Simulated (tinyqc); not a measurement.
MOS structure on a p-type body with a doping step, non-linear Poisson equation by Newton steps: two steps of the calculation.

One dimension, insulator interface at x = 0, acceptor density N1 for x < x1 and Na beyond, net doping C = -(acceptor density). psi is counted from the intrinsic level: n = ni exp((psi - Vb)/Vt), p = ni exp(-psi/Vt); deep in the body psi_b = -Vt ln(Na/ni). The gate acts through Cox = eps0 eox/tox and has the potential psi_G = Vg - (phiM - chi - Vt ln(Nc/ni)). Boltzmann statistics, full ionisation, classical densities, no oxide or interface charge.

Values chosen for this exercise; band and dielectric values those of a made-up semiconductor:
- T = 300 K (temperature)
- Eg = 1.44 eV (band gap)
- Nc = 3.11e19 cm^-3 (conduction-band density of states at T)
- Nv = 3.08e19 cm^-3 (valence-band density of states at T)
- chi = 3.37 eV (electron affinity)
- eox = 7.33 (relative permittivity of the gate insulator (close to silicon nitride))
- tox = 2.3 nm (insulator thickness)
- phiM = 3.61 eV (gate work function)
- Vb = 0 V (electron quasi-Fermi potential against the body)
- Vg = 1.73 V (gate voltage against the body)

Constants: q = 1.602176634e-19 C, kB = 1.380649e-23 J/K, Vt = kB T/q, eps0 = 8.8541878128e-14 F/cm where lengths are in cm. Results are converted to the units shown.

Problem 1. Densities, residual and Jacobian diagonal. n_i = ni exp((psi_i - Vb)/Vt), p_i = ni exp(-psi_i/Vt), rho_i = p_i - n_i + C_i, g_i = (n_i + p_i)/Vt. Box widths w_i = (h_(i-1) + h_i)/2 in cm. Residual F_i = a_i (psi_(i+1) - psi_i) - a_(i-1) (psi_i - psi_(i-1)) + q rho_i w_i; Jacobian: a_(i-1) and a_i beside the diagonal, b_i = -a_(i-1) - a_i - q g_i w_i on it. Node 0 is free: w_0 = h_0/2, F_0 = a_0 (psi_1 - psi_0) + Cox (psi_G - psi_0) + q rho_0 w_0, b_0 = -a_0 - Cox - q g_0 w_0, with Cox = eps0 eox/tox, psi_G = Vg - (phiM - chi - Vt ln(Nc/ni)). The last node is fixed.

x, node 0 to 12 (nm): [0, 0.3, 0.76, 1.46, 2.54, 4.19, 6.72, 10.6, 16.5, 25.6, 39.6, 60.9, 93.6]
coupling a_i, interval 0 to 11 (F/cm^2): [3.0989657e-5, 2.0210646e-5, 1.3281282e-5, 8.6082382e-6, 5.6344832e-6, 3.6746629e-6, 2.3961075e-6, 1.5757453e-6, 1.0216371e-6, 6.6406409e-7, 4.3647405e-7, 2.8430878e-7]
psi after iteration 1, node 0 to 12 (V): [1.3443715, 1.2691493, 1.1603825, 1.0021036, 0.7700827, 0.4428201, 0.0048055, -0.5169188, -0.9622208, -0.8257386, -0.6474843, -0.6401010, -0.6399651]
net doping C, node 0 to 12 (cm^-3): [-7e18, -7e18, -7e18, -7e18, -7e18, -7e18, -7e18, -7e18, -7e18, -1.4e18, -1.4e18, -1.4e18, -1.4e18]
ni = 2.4842077e7 cm^-3

Find: n; p; residual F; diagonal b.

Solution 1.

n, node 0 to 12 (cm^-3): [9.542e29, 5.199e28, 7.740e26, 1.697e24, 2.148e20, 6.827e14, 2.992e7, 0.05144, 1.701e-9, 3.337e-7, 3.296e-4, 4.385e-4, 4.408e-4]
p, node 0 to 12 (cm^-3): [6.468e-16, 1.187e-14, 7.973e-13, 3.636e-10, 2.873e-6, 0.9039, 2.063e7, 1.200e16, 3.629e23, 1.849e21, 1.873e18, 1.407e18, 1.400e18]
residual F, node 0 to 11 (in units of 1e3 C/cm^2): [-2.293, -0.317, -0.007, 0.000, 0.000, 0.000, 0.000, 0.000, 0.000, 0.000, 0.000, 0.000]
diagonal b, node 0 to 11 (F/cm^2): [-8.870e4, -1.224e4, -278.2, -0.9363, -1.959e-4, -9.310e-6, -6.071e-6, -4.008e-6, -1.687, -0.01324, -2.158e-5, -2.427e-5]

Problem 2. Converged densities and sheet charges. n and p as above; box widths w_i (half boxes at both ends); band bending psi_0 - psi_b; N_inv = sum w n; N_dep = -sum w (p + C); centroid sum w n x/N_inv; gate charge Cox (psi_G - psi_0)/q.

x, node 0 to 12 (nm): [0, 0.3, 0.76, 1.46, 2.54, 4.19, 6.72, 10.6, 16.5, 25.6, 39.6, 60.9, 93.6]
converged psi, node 0 to 12 (V): [0.80318366, 0.73554895, 0.65096405, 0.52864464, 0.35154990, 0.10815841, -0.20125413, -0.52575479, -0.67199431, -0.64264334, -0.64007327, -0.63996703, -0.63996508]
net doping C, node 0 to 12 (cm^-3): [-7e18, -7e18, -7e18, -7e18, -7e18, -7e18, -7e18, -7e18, -7e18, -1.4e18, -1.4e18, -1.4e18, -1.4e18]
ni = 2.4842077e7 cm^-3

Give: n; p; band bending; N_inv; N_dep; centroid of the electrons; gate charge over q.

Solution 2.

n, node 0 to 12 (cm^-3): [7.7282e20, 5.6476e19, 2.1424e18, 1.8881e16, 1.9997e13, 1.6299e9, 10334, 0.036551, 1.2770e-4, 3.9742e-4, 4.3897e-4, 4.4077e-4, 4.4081e-4]
p, node 0 to 12 (cm^-3): [7.9854e-7, 1.0927e-5, 2.8805e-4, 0.032685, 30.861, 3.7862e5, 5.9718e10, 1.6884e16, 4.8328e18, 1.5528e18, 1.4059e18, 1.4001e18, 1.4000e18]
band bending = 1.4431 V
N_inv = 1.3864e13 cm^-2
N_dep = 1.0915e13 cm^-2
centroid of the electrons = 0.053427 nm
gate charge over q = 2.4779e13 cm^-2

N_inv + N_dep is within 0.01 % of the gate charge.

Numbers from tinyqc (`OMP_NUM_THREADS=1 python tinyqc.py 2080102 2080103 out.jsonl`; about 0.6 s on one thread of a shared Intel Xeon 2.30GHz).
